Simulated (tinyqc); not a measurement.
Ways to converge the cycle: SCF convergence aids in the sto-3g basis, for BeH2, spin multiplicity 1. Computed by the program tinyqc with PySCF. RHF with one setting changed at a time; a run stops when the energy changes by less than 1e-09 hartree and the error matrix is below 1e-5. The start is random orbitals. Damping d keeps d of the old density; a shift (hartree) raises the virtual levels; DIIS n extrapolates F over n matrices.

Geometry (angstrom):
```
atom       x        y       z
Be    0.0000   0.0000  0.0000
H     0.0000   1.6470  0.0000
H     0.0000  -1.6470  0.0000
```

lowest restricted solution found by these runs and by PySCF = -15.488891 hartree

Largest element of the error matrix X^T (FDS - SDF) X:
```
iteration    plain  damping 0.3  damping 0.6  shift 0.4   DIIS 3   DIIS 8
1          4.1e+00      4.1e+00      4.1e+00    4.1e+00  4.1e+00  4.1e+00
2          3.1e-01      1.2e+00      2.3e+00    4.7e-01  3.1e-01  3.1e-01
3          1.3e-01      4.2e-01      1.4e+00    3.0e-01  1.4e-01  1.4e-01
4          5.1e-02      1.5e-01      8.7e-01    2.3e-01  5.5e-02  5.5e-02
5          2.6e-02      5.8e-02      5.4e-01    1.3e-01  1.3e-02  1.5e-02
6          1.3e-02      3.9e-02      3.4e-01    8.4e-02  2.1e-03  2.0e-03
8          3.4e-03      1.7e-02      1.3e-01    3.9e-02  9.0e-05  5.9e-05
10         8.8e-04      7.3e-03      5.2e-02    1.8e-02  1.4e-06  1.3e-06
14         6.0e-05      1.4e-03      1.6e-02    4.7e-03        -        -
20               -      1.1e-04      4.4e-03    6.1e-04        -        -
30               -            -      4.9e-04    2.0e-05        -        -
45               -            -      1.9e-05          -        -        -
```

How each run ends:
```
run          iterations  E (hartree)         state
plain                17    -15.48889  lowest found
damping 0.3          26    -15.48889  lowest found
damping 0.6          49    -15.48889  lowest found
shift 0.4            33    -15.48889  lowest found
DIIS 3               11    -15.48889  lowest found
DIIS 8               10    -15.48889  lowest found
```

What does the comparison show, and why?

6 of 6 runs reach the lowest restricted solution found, in 10 to 49 iterations (fastest: DIIS 8). Plain steps already contract here, so damping only slows them. DIIS 3 and DIIS 8 gain by cancelling the error over several earlier matrices, much as a quasi-Newton step does.
